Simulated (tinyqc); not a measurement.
Semiconducting tubes compared: carbon nanotube by zone folding.

Circumference C = n a1 + m a2, a = sqrt3 acc; d = a sqrt(n^2 + nm + m^2)/pi; tan(theta) = sqrt3 m/(2n + m); dR = gcd(2n + m, 2m + n); T = t1 a1 + t2 a2 with t1 = (2m + n)/dR, t2 = -(2n + m)/dR, |T| = sqrt3 pi d/dR; N = 2 (n^2 + nm + m^2)/dR hexagons a cell. On cutting line mu = 0 to N - 1 at x = k|T|/(2 pi) the phases are p1 = 2 pi (-t2 mu + m x)/N, p2 = 2 pi (t1 mu - n x)/N, and E = -/+ t |1 + exp(i p1) + exp(i p2)|.

Inputs chosen for the exercise (out of a larger set: near those used for carbon; not measured data):
- t = 2.89 eV (hopping)
- acc = 1.44 angstrom (bond length)
- tubes = ((14, 10), (7, 6), (6, 2), (7, 5), (14, 6), (12, 8), (7, 0)) (pairs (n, m))

E11 and E22 are twice the two lowest band edges; the cone gives E11 d = 2 t acc and E22/E11 = 2.

Cases:

| (n,m) |
|---|
| (14,10) |
| (7,6) |
| (6,2) |
| (7,5) |
| (14,6) |
| (12,8) |
| (7,0) |

Rank the cases by E11 (eV), lowest first.

Answer: (14,10), (14,6), (12,8), (7,6), (7,5), (6,2), (7,0).

Tubes:

| (n,m) | d (angstrom) | theta (deg) | (n - m) mod 3 | E11 (eV) | E22 (eV) | E11 d/(2 t acc) | E22/E11 |
|---|---|---|---|---|---|---|---|
| (14,10) | 16.58 | 24.5 | 1 | 0.4994 | 1.0075 | 0.995 | 2.017 |
| (7,6) | 8.95 | 27.5 | 1 | 0.9231 | 1.8413 | 0.992 | 1.995 |
| (6,2) | 5.72 | 13.9 | 1 | 1.3995 | 2.9911 | 0.963 | 2.137 |
| (7,5) | 8.29 | 24.5 | 2 | 1.0075 | 1.9395 | 1.003 | 1.925 |
| (14,6) | 14.11 | 17.0 | 2 | 0.5953 | 1.1486 | 1.009 | 1.930 |
| (12,8) | 13.84 | 23.4 | 1 | 0.5968 | 1.2083 | 0.993 | 2.025 |
| (7,0) | 5.56 | 0.0 | 1 | 1.4275 | 3.2077 | 0.953 | 2.247 |

E11 follows 1/d first. For mod 1 the scaled E11 lies below one (0.953 to 0.995) and E22/E11 on both sides of two (1.995 to 2.247). For mod 2 the scaled E11 lies above one (1.003 to 1.009) and E22/E11 below two (1.925 to 1.930). The largest departure of the scaled E11 is that of (7,0); warping acts as cos(3 theta)/d, most for thin tubes near zigzag. Below about 8 angstrom curvature, left out of zone folding, changes the gaps further.

Computed by tinyqc, a small Python program: `OMP_NUM_THREADS=1 python tinyqc.py 1480884 1480885 out.jsonl` (the numbers bound the seed that draws the inputs); one thread of a shared host (Intel(R) Xeon(R) Processor @ 2.30GHz), about 0.01 s for the whole set of steps.
